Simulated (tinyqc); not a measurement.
Tunnelling through a two-layer gate stack, WKB transmission and Tsu-Esaki current: two steps of the calculation.

Electrons leave the emitter at x = 0. Energies E (motion across the layers) are in eV from the emitter Fermi level; the collector Fermi level lies at -V and offers states at every E. No charge in the dielectric and no image force: F1 = V/(t1 + t2 eps1/eps2), F2 = F1 eps1/eps2; U = phi1 - F1 x in layer 1 and phi2 - F1 t1 - F2 (x - t1) in layer 2. With C = hbar^2/(2 m0), kappa = sqrt(m (U - E)/C) where U > E and 0 elsewhere; T(E) = exp(-S), S = 2 times the integral of kappa over x.

Parameters, values chosen for the exercise; layer 1 close to silicon dioxide, layer 2 close to hafnium oxide:

| symbol | value | unit | meaning |
|---|---|---|---|
| T | 300 | K | temperature |
| Ef | 0.26 | eV | Fermi energy of the emitter above its band bottom |
| me | 0.22 | m0 | emitter mass in the supply function |
| phi1 | 3.2 | eV | barrier of layer 1 above the emitter Fermi level at zero bias |
| m1 | 0.52 | m0 | tunnelling mass of layer 1 |
| t1 | 0.8 | nm | thickness of layer 1 |
| eps1 | 4 |  | relative permittivity of layer 1 |
| phi2 | 1.47 | eV | barrier of layer 2 at zero bias |
| m2 | 0.19 | m0 | tunnelling mass of layer 2 |
| t2 | 3.7 | nm | thickness of layer 2 |
| eps2 | 21.3 |  | relative permittivity of layer 2 |
| V | 1.1 | V | voltage across the dielectric |
| E | 0 | eV | energy of the electron followed |
| Ea | -0.26 | eV | lower end of the energy grid |
| Eb | 0.34 | eV | upper end of the energy grid |
| nE | 9 |  | points of the energy grid |

Constants: q = 1.602176634e-19 C, kB = 1.380649e-23 J/K, hbar = 1.054571817e-34 J s, m0 = 9.1093837015e-31 kg, Vt = kB T/q, hbar^2/(2 m0) = 0.0380998212 eV nm^2. Results are converted to the units shown.

Question 1. WKB exponent in closed form. Each layer adds (2/F) sqrt(m/C) [G(u at its left edge) - G(u at its right edge)] to S, with u = U - E (0 where negative) and G(u) = (2/3) u^1.5. The slope follows from 1/d = -dS/dE.

Find: S; T(E); energy d over which T(E) grows by a factor e.

Answer 1.

S = 23.049
T(E) = 9.7739e-11
energy d over which T(E) grows by a factor e = 0.080530 eV

The midpoint rule gives S = 23.060, so its T(E) is 1.2 % below this value. The band edge stays above E through the whole stack: direct tunnelling through a trapezoid.

Question 2. Current density on a coarse energy grid. J = J0 times the integral of T(E) N(E) dE, N = ln[(1 + exp(-E/Vt))/(1 + exp((-E - V)/Vt))], J0 = q^2 me m0 kB T/(2 pi^2 hbar^3) (times 1e-4 for A/cm^2 per eV), by Simpson's rule on nE equally spaced points from Ea to Eb.

Find: E; T(E); N; T(E) N; J0; J.

Answer 2.

```
point    E (eV)        T(E)          N      T(E) N
0      -0.26000  5.0579e-12     10.057  5.0868e-11
1      -0.18500  1.1330e-11     7.1569  8.1087e-11
2      -0.11000  2.6301e-11     4.2691  1.1228e-10
3      -0.03500  6.3651e-11     1.5836  1.0080e-10
4       0.04000  1.6191e-10    0.19296  3.1241e-11
5       0.11500  4.3790e-10   0.011629  5.0925e-12
6       0.19000   1.2816e-9  6.4269e-4  8.2364e-13
7       0.26500   4.1832e-9  3.5334e-5  1.4781e-13
8       0.34000   1.6304e-8  1.9420e-6  3.1662e-14
```

J0 = 9.2040e7 A/(cm^2 eV)
J = 0.0025037 A/cm^2

The integrand peaks at E = -0.110 eV among these points.

Numbers from tinyqc (`OMP_NUM_THREADS=1 python tinyqc.py 2540108 2540109 out.jsonl`; about 0.05 s on one thread of a shared Intel Xeon 2.30GHz).
